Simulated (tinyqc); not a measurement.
# Well width from the intersubband spacing

Question. In an empty well of width L and depth Vb, level k solves kw L/2 = (k - 1) pi/2 + arctan(sqrt((mw/mb)(Vb - E)/E)) with kw = sqrt(mw E/C), C = hbar^2/(2 m0). Find L, E1 and E2 from the spacing.

Inputs (values chosen for the exercise); material values close to those of GaAs in InGaP:
```
symbol,value,unit,meaning
mw,0.0675,m0,mass along z in the well
mb,0.0912,m0,mass along z in the barriers
Vb,0.149,eV,barrier height
```

Constants: q = 1.602176634e-19 C, hbar = 1.054571817e-34 J s, m0 = 9.1093837015e-31 kg, hbar^2/(2 m0) = 0.0380998212 eV nm^2. Results are converted to the units shown.

E2 - E1 = 64.606375 meV

Solution. Both levels are solved for trial widths until their difference matches. A second level is bound only for L above 6.11 nm, and over that range one width gives this spacing.

L = 11.20 nm
E1 = 22.41 meV
E2 = 87.02 meV

tinyqc, about 0.3 s, one thread, Intel Xeon 2.30GHz (shared host): `OMP_NUM_THREADS=1 python tinyqc.py 2140049 2140050 out.jsonl`
